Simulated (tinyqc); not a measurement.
Tight binding, dimerised chain, step by step. Computed by tinyqc, a small Python program that keeps every step. Settings: t1 = 1.91, t2 = 1.1, delta = 0, points = 8, cells = 3. Command: `OMP_NUM_THREADS=1 python tinyqc.py 21377 21378 out.jsonl` (the two numbers bound the seeds that draw the settings). One thread of a shared host (Intel(R) Xeon(R) Processor @ 2.60GHz), about 0.01 s of CPU time with the checks.

## Bloch Hamiltonian at k

Parameters chosen for this model:
```
parameter     value                      unit
t1         1.910000       eV, inside the cell
t2         1.100000         eV, between cells
delta             0  eV, +/- on the two sites
```

k point k (2 pi / a): 0.34000

H_AA = +delta, H_BB = -delta, H_AB = -t1 - t2 exp(-i k a).

H(k) at k (eV):
```
                   A                  B
A            0.00000  -1.32059+0.92876i
B  -1.32059-0.92876i            0.00000
```

## Levels at k

Diagonalise the Hermitian matrix.

eigenvalues (eV): -1.61448  1.61448

weights |c|^2 of the basis functions:
```
    band 1   band 2
A  0.50000  0.50000
B  0.50000  0.50000
```

## Bloch Hamiltonian at X

k point X (2 pi / a): 0.50000

As before.

H(k) at X (eV):
```
          A         B
A   0.00000  -0.81000
B  -0.81000   0.00000
```

## Levels at X

As before.

eigenvalues (eV): -0.81000  0.81000

weights |c|^2 of the basis functions:
```
    band 1   band 2
A  0.50000  0.50000
B  0.50000  0.50000
```

## Bands along a path

The same steps at evenly spaced points between the labelled ones.

Bands along the path (eV):
```
k           band 1   band 2
G         -3.01000  3.01000
G-X 0.25  -2.79810  2.79810
G-X 0.50  -2.20411  2.20411
G-X 0.75  -1.37362  1.37362
X         -0.81000  0.81000
```

With 1 band(s) filled, the highest filled level on these points lies at X and the lowest empty one at X: a gap of 1.6200 eV, direct.

## Berry (Zak) phase of the lower band

On 8 points k_j = j/N: phase = -Im ln of the product of <u_j|u_(j+1)>, closed with u_N = u_0 (the cell-periodic part is taken without the site positions). Single arguments depend on the phases chosen for the u_j; only their sum modulo 2 pi does not.

Overlaps:
```
j  |<u_j|u_j+1>|  argument (rad)
0        0.99010         0.14085
1        0.99276        -0.40211
2        0.99921        -0.03971
3        0.95505         0.30098
4        0.95505         0.30098
5        0.99921        -0.03971
6        0.99276        -0.40211
7        0.99010         0.14085
```

phase / pi, folded into (-1, 1] = 0.00000

## Open chain of 3 cells

H of the open chain (eV):
```
          1         2         3         4         5         6
1   0.00000  -1.91000   0.00000   0.00000   0.00000   0.00000
2  -1.91000   0.00000  -1.10000   0.00000   0.00000   0.00000
3   0.00000  -1.10000   0.00000  -1.91000   0.00000   0.00000
4   0.00000   0.00000  -1.91000   0.00000  -1.10000   0.00000
5   0.00000   0.00000   0.00000  -1.10000   0.00000  -1.91000
6   0.00000   0.00000   0.00000   0.00000  -1.91000   0.00000
```

The same hoppings without the wrap-around bond.

levels (eV): -2.75535  -2.06813  -1.22277  1.22277  2.06813  2.75535

weights of the highest filled level on the sites: 0.20326  0.08331  0.21343  0.21343  0.08331  0.20326

The bulk gap runs from -0.8100 to 0.8100 eV; no level of this chain lies inside it.
